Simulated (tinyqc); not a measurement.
# Worked calculation: resistance of a source-drain extension with a graded tip

Computed by the program tinyqc: `OMP_NUM_THREADS=1 python tinyqc.py 2282037 2282038 out.jsonl`, one thread of a shared Intel Xeon 2.30GHz, about 0.05 s for the whole run. Printed values are rounded.

y runs along the channel, the gate covers y > 0. The doping is N0 for y < y0 and N0 10^(-(y - y0)/la) beyond, uniform over the depth xj. Sheet conductance s(y) = q mu(N) max(N - Nch, 0) xj + (for y > 0) ma Cox Vo, with mu(N) = u0 + (u1 - u0)/(1 + (N/Nr)^au) and Cox = eps0 eox/tox. Current is taken as one-dimensional; depletion of the tip, spreading and the contact are left out. The metallurgical junction lies at yj, where N = Nch.

Parameters, values chosen for the exercise; mobility law close to that of electrons in silicon: relative permittivity of the gate insulator (close to silicon dioxide) eox = 3.9; insulator thickness tox = 1.6 nm; active doping of the extension far from the gate N0 = 1.1e20 cm^-3; lateral abruptness la = 3.8 nm/decade; position under the gate where the fall begins (gate edge at 0) y0 = 2.3 nm; depth of the extension xj = 10 nm; channel doping Nch = 5.5e17 cm^-3; gate overdrive Vo = 0.62 V; mobility of the gate-induced layer ma = 220 cm^2/(V s); mobility at low doping u1 = 1414 cm^2/(V s); mobility at high doping u0 = 68.5 cm^2/(V s); reference doping Nr = 9.2e16 cm^-3; exponent au = 0.711; gate length Lg = 90 nm.

Constants: q = 1.602176634e-19 C, eps0 = 8.8541878128e-14 F/cm where lengths are in cm. Results are converted to the units shown.

## Sheet resistances and junction position

yj = y0 + la log10(N0/Nch); sheet resistance of the full extension 1/[q mu(N0)(N0 - Nch) xj] and of the gate-induced layer 1/(ma Cox Vo); metallurgical length Lg - 2 yj; ye is where the doped and the gate-induced conductances are equal.

yj = 11.0439 nm
sheet resistance of the extension = 738.990 ohm/square
sheet resistance of the induced layer = 3396.97 ohm/square
metallurgical length = 67.9122 nm
ye = 5.17048 nm
N at ye = 1.93198e19 cm^-3

The gate takes over 5.87 nm before the junction, where N is still 35.1 times the channel doping.

## Resistance of the overlapped part

Midpoint rule on 11 equal steps from 0 to yj: R_ov = sum h/s(y), per width.

```
point    y (nm)   N (cm^-3)  doped conductance (uS)  sheet resistance (ohm/square)
0      0.501996      1.1e20                 1353.20                        606.952
1       1.50599      1.1e20                 1353.20                        606.952
2       2.50998  9.68578e19                 1203.29                        667.705
3       3.51397  5.27140e19                 694.171                        1011.58
4       4.51796  2.86892e19                 409.393                        1420.91
5       5.52196  1.56138e19                 247.559                        1845.23
6       6.52595  8.49769e18                 153.189                        2234.30
7       7.52994  4.62479e18                 95.7787                        2563.06
8       8.53393  2.51700e18                 58.4147                        2834.51
9       9.53793  1.36986e18                 31.5925                        3067.75
10      10.5419  7.45533e17                 9.91354                        3286.30
```

R_ov = 20.226 ohm um

The exact integral is 20.236 ohm um; the coarse sum is 0.051 % below it.
